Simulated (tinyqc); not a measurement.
Worked calculation: CCSD on RHF in the sto-3g basis, for H4, spin multiplicity 1. One step of it, computed by the program tinyqc.

Task: Iteration 2 (converged): orbitals. Diagonalise F' = X^T F X, C = X C', fill 2 alpha and 2 beta electrons from the bottom; D = 2 C_occ C_occ^T. Each column has its largest component positive (the first on a tie).

converged F (hartree), lower triangle:
```
           1H 1s      2H 1s      3H 1s      4H 1s
1H 1s  -0.392744
2H 1s  -0.617827  -0.392744
3H 1s  -0.248066  -0.234432  -0.392744
4H 1s  -0.234432  -0.248066  -0.617827  -0.392744
```

X, lower triangle:
```
           1H 1s      2H 1s      3H 1s     4H 1s
1H 1s   1.276991
2H 1s  -0.474279   1.276991
3H 1s  -0.143935   0.021243   1.276991
4H 1s   0.021243  -0.143935  -0.474279  1.276991
```

Give: F' = X^T F X; orbital energies; coefficients C; D after iteration 2.

Result:

F' = X^T F X (hartree), lower triangle:
```
        1       2       3      4
1   0.067
2  -0.638   0.067
3  -0.146   0.027   0.067
4   0.027  -0.146  -0.638  0.067
```

orbital energies (hartree): MO1 -0.690, MO2 -0.452, MO3 0.532, MO4 0.877

coefficients C:
```
         MO1     MO2     MO3     MO4
1H 1s  0.340   0.463   0.793   0.958
2H 1s  0.340   0.463  -0.793  -0.958
3H 1s  0.340  -0.463   0.793  -0.958
4H 1s  0.340  -0.463  -0.793   0.958
```

D after iteration 2, lower triangle:
```
        1H 1s   2H 1s  3H 1s  4H 1s
1H 1s   0.659
2H 1s   0.659   0.659
3H 1s  -0.197  -0.197  0.659
4H 1s  -0.197  -0.197  0.659  0.659
```
